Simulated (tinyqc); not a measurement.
Raising the compensation: charge neutrality of a doped semiconductor with incomplete ionisation. Computed by tinyqc, a small Python program. Command: `OMP_NUM_THREADS=1 python tinyqc.py 3015212 3015213 out.jsonl dopant sweep`. One thread of a shared host (Intel(R) Xeon(R) Processor @ 2.30GHz), about 0.05 s of CPU time with the checks.

Energies are counted from the top of the valence band; E_D is measured down from the conduction band and E_A up from the valence band.

Inputs (values chosen for the exercise, for a model semiconductor): gap at 0 K E_g0 = 2.53 eV; Varshni alpha = 0.000457 eV/K; Varshni beta = 381 K; electron mass m_e = 0.531 m_0; valleys M_c = 3; hole mass m_h = 0.998 m_0; donor density N_D = 2e+19 cm^-3; donor depth E_D = 0.0916 eV; acceptor depth E_A = 0.0592 eV; donor degeneracy g_D = 2; acceptor degeneracy g_A = 2; static dielectric constant eps_s = 10.1; temperature T = 300 K; iteration cap = 60.

Doping: n-type, compensated. Statistics of the bands: Fermi-Dirac. Solver: Newton steps on the logarithm. Start of Newton steps: 0.25 eV inside the majority band.

Constants: m_0 = 9.1093837015e-31 kg; k_B = 1.380649e-23 J/K; h = 6.62607015e-34 J s; k_B = 8.617333262e-05 eV/K.

Method:
- E_g = E_g0 - alpha T^2/(T + beta).
- N_c = 2 M_c (2 pi m_e k_B T/h^2)^(3/2) and N_v = 2 (2 pi m_h k_B T/h^2)^(3/2), masses in units of m_0.
- n_i = sqrt(N_c N_v) exp(-E_g/(2 k_B T)); E_i = E_g/2 + (k_B T/2) ln(N_v/N_c).
- n = N_c F_1/2((E_F - E_g)/k_B T), p = N_v F_1/2(-E_F/k_B T).
- F_1/2(eta) = (2/sqrt(pi)) int_0^infinity sqrt(x)/(1 + exp(x - eta)) dx, by the trapezoid rule in t = sqrt(x) with step 0.02 up to t = 12 (for eta < -12 by exp(eta) - exp(2 eta)/2^(3/2)).
- N_D+ = N_D/(1 + g_D exp((E_F - E_g + E_D)/k_B T)).
- N_A- = N_A/(1 + g_A exp((E_A - E_F)/k_B T)).
- Neutrality: p + N_D+ = n + N_A-; the log ratio is ln[(p + N_D+)/(n + N_A-)].
- Newton steps from the start named, with the slope from a central difference of 1e-6 eV; the function is the log ratio y = ln[(p + N_D+)/(n + N_A-)]; the bracket -0.3 to E_g + 0.3 eV is narrowed by the sign of y at each step, and a step that would leave it is replaced by its midpoint; stop when |log ratio| < 1e-9.

One run for each value; columns: (1) acceptor density N_A (cm^-3); (2) majority density n (cm^-3); (3) ionised share of the donors; (4) distance of E_F from the majority band edge (eV):
```
(1)              (2)      (3)      (4)
2.00e+16  2.6488e+18  0.13344  0.06115
2.00e+17  2.5555e+18  0.13778  0.06211
1.00e+18  2.1744e+18  0.15872  0.06640
2.00e+18  1.7730e+18  0.18865  0.07181
4.00e+18  1.1860e+18  0.25930  0.08238
8.00e+18  5.5920e+17  0.42796  0.10202
1.20e+19  2.6479e+17  0.61324  0.12144
1.60e+19  1.0184e+17  0.80509  0.14619
1.90e+19  2.1658e+16  0.95108  0.18623
```

Over the rows, majority density n (cm^-3) falls from 2.65e18 to 2.17e16 (exponent d ln y / d ln x -0.016 between the first rows and -9.0 between the last); ionised share of the donors rises from 0.133 to 0.951 (exponent d ln y / d ln x 0.014 between the first rows and 0.97 between the last); distance of E_F from the majority band edge (eV) rises from 0.0612 to 0.186 (exponent d ln y / d ln x 0.0067 between the first rows and 1.4 between the last). The ionised share rises because each acceptor takes an electron from a donor, while the free electrons become fewer.

Caution (all rows): N^(1/3) a is above 0.2 for the radius a = e^2/(8 pi eps_0 eps_s E) of the dopant: near the Mott value, 0.26, the level broadens, and above it the level has merged with the band and all dopants are ionised, so such results of a fixed depth are only formal.
